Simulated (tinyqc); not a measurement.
Long-channel MOSFET, surface-potential model: one step of the calculation.

n-channel transistor on a uniformly doped p-type body, gradual-channel approximation, constant mobility, Boltzmann statistics, full ionisation. Potentials are counted from the neutral body; V is the electron quasi-Fermi potential, Vsb at the source and Vsb + Vds at the drain. Charges are magnitudes per area.

Problem. Body potential, insulator capacitance and body factor. ni = sqrt(Nc Nv) exp(-Eg/(2 Vt)), Eg in volts; phiF = Vt ln(Na/ni); Cox = eps0 eox/tox; gamma = sqrt(2 q eps0 eps_r Na)/Cox. VT = Vfb + 2 phiF + gamma sqrt(2 phiF + Vsb), m = 1 + gamma/(2 sqrt(2 phiF + Vsb)).

Values chosen for this exercise; material values close to those of silicon:
```
symbol,value,unit,meaning
T,293,K,temperature
Eg,1.12,eV,band gap
eps_r,11.5,,relative permittivity of the semiconductor
Nc,2.67e19,cm^-3,conduction-band density of states at T
Nv,2.59e19,cm^-3,valence-band density of states at T
Na,1.8e17,cm^-3,acceptor density of the body
eox,8.56,,relative permittivity of the gate insulator
tox,35,nm,insulator thickness
Vfb,-0.61,V,flat-band voltage
Vsb,1,V,source-body reverse bias
```

Constants: q = 1.602176634e-19 C, kB = 1.380649e-23 J/K, Vt = kB T/q, eps0 = 8.8541878128e-14 F/cm where lengths are in cm. Results are converted to the units shown.

Find: ni; phiF; Cox; gamma; VT; m.

Solution.

ni = 6.131e9 cm^-3
phiF = 0.4342 V
Cox = 0.2165 uF/cm^2
gamma = 1.119 V^0.5
VT = 1.788 V
m = 1.409

tinyqc, about 0.04 s, one thread, Intel Xeon 2.30GHz (shared host): `OMP_NUM_THREADS=1 python tinyqc.py 2360084 2360085 out.jsonl`
